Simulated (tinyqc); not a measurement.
# Stress and current directions compared

A cubic crystal with four conduction valleys along the <111> axes; non-degenerate electrons, one relaxation time, masses unchanged. Stress s_ij = X a_i a_j with a the unit vector along the stress; strain e_ii = s11 s_ii + s12 (s_jj + s_kk), e_ij = s44 s_ij/2. Valley shift dE = Xu (n.e.n - trace(e)/3) with n the valley axis; share f proportional to exp(-dE/Vt). Inverse mass along the current d: (n.d)^2/ml + (1 - (n.d)^2)/mt; mu/mu0 = sum f (1/m) over the plain mean of 1/m. Rows: direction of the stress, of size |X|; columns: direction of the current and sign.

Inputs (values chosen for the exercise); values close to those of germanium: temperature T = 250 K; compliance s11 = 10.1 1/TPa; compliance s12 = -2.61 1/TPa; compliance s44 = 15.4 1/TPa; shear deformation potential Xu = 16.1 eV; longitudinal mass ml = 1.61 m0; transverse mass mt = 0.0826 m0; uniaxial stress (tension positive) X = -1300 MPa.

Constants: q = 1.602176634e-19 C, kB = 1.380649e-23 J/K, Vt = kB T/q. Results are converted to the units shown.

mu/mu0:
```
	I [100], tension	I [100], compression	I [110], tension	I [110], compression
[100]	1.0000	1.0000	1.0000	1.0000
[110]	1.0000	1.0000	1.4562	0.54379
[001]	1.0000	1.0000	1.0000	1.0000
[111]	1.0000	1.0000	1.1539	0.53990
```

What does the table show?

The largest gain, 1.46, is for stress along [110], tension, current along [110]; the largest loss, 0.540, for [111], compression, current along [110]. Entries equal to one are cases in which the valleys are not split or have equal mass along the current.

Computed by the program tinyqc: `OMP_NUM_THREADS=1 python tinyqc.py 2530114 2530115 out.jsonl`, one thread of a shared Intel Xeon 2.30GHz, about 0.01 s for the whole run.
